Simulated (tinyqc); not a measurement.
Inside a calculation. Method: Jacobi rotations on a symmetric matrix. Computed by tinyqc, a small Python program that keeps every step. Settings: method = jacobi. Command: `OMP_NUM_THREADS=1 python tinyqc.py 30446 30447 out.jsonl` (the two numbers bound the seeds that draw the settings). One thread of a shared host (Intel(R) Xeon(R) Processor @ 2.60GHz), about 0.01 s of CPU time with the checks.

## Jacobi rotation 1

A, lower triangle:
```
           1          2          3         4
1   0.373000
2  -0.619000   1.454000
3  -0.457000  -0.038000   1.943000
4   0.841000  -0.026000  -0.588000  2.357000
```

Take the largest off-diagonal element A_pq; tan 2 theta = 2 A_pq / (A_qq - A_pp) with |theta| <= pi/4; A' = J^T A J with J_pp = J_qq = cos, J_pq = sin, J_qp = -sin.

p, q, theta (rad): 1.000000  4.000000  0.351603

A', lower triangle:
```
           1          2          3         4
1   0.064483
2  -0.572176   1.454000
3  -0.226533  -0.038000   1.943000
4   0.000000  -0.237595  -0.709419  2.665517
```

## Jacobi rotation 2

As before.

p, q, theta (rad): 3.000000  4.000000  -0.549895

A', lower triangle:
```
           1          2         3         4
1   0.064483
2  -0.572176   1.454000
3  -0.193137  -0.156565  1.508153
4   0.118386  -0.182710  0.000000  3.100364
```

## All rotations

The off-diagonal norm falls at every rotation.

Rotations:
```
step  p  q      theta  off-diagonal norm
1     1  4   0.351603           1.37e+00
2     3  4  -0.549895           9.34e-01
3     1  2  -0.344472           4.67e-01
4     1  3  -0.138644           3.29e-01
5     2  4  -0.143046           1.36e-01
6     2  3   0.538231           7.18e-02
7     1  4   0.015238           9.03e-03
8     3  4   0.002491           6.94e-03
9     1  2  -0.001934           4.75e-03
10    2  4  -0.001728           3.14e-03
11    1  3  -0.001334           2.10e-05
12    2  3  -0.000057           1.47e-05
13    1  4  -3.15e-06           8.27e-09
14    3  4  -2.67e-09           5.49e-09
15    1  2  -2.10e-09           4.46e-13
```

eigenvalues: -0.174323  1.492230  1.677419  3.131674
